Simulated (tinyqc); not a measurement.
# Gap voltage and exponent from three temperatures

Inverse problem. At constant current VBE(T) = Vg0 - a T - eta (kB T/q) ln T, where a is a constant. Find Vg0, eta and dVBE/dT at the middle temperature.

Constants: q = 1.602176634e-19 C, kB = 1.380649e-23 J/K. Results are converted to the units shown.

T (K): 253  273  360
VBE at a constant current (V): 0.8259616332  0.7929583191  0.6450217511

Solution. The relation is linear in Vg0, a and eta, so three points give a linear system; the slope is (VBE - Vg0 - eta kB T/q)/T. eta rests on the curvature of VBE(T) alone, so real fits need accuracy of some tens of microvolts or better.

Vg0 = 1.171 V
eta = 3.200
dVBE/dT = -1.661 mV/K

Computed by the program tinyqc: `OMP_NUM_THREADS=1 python tinyqc.py 2062112 2062113 out.jsonl`, one thread of a shared Intel Xeon 2.30GHz, about 0.02 s for the whole run.
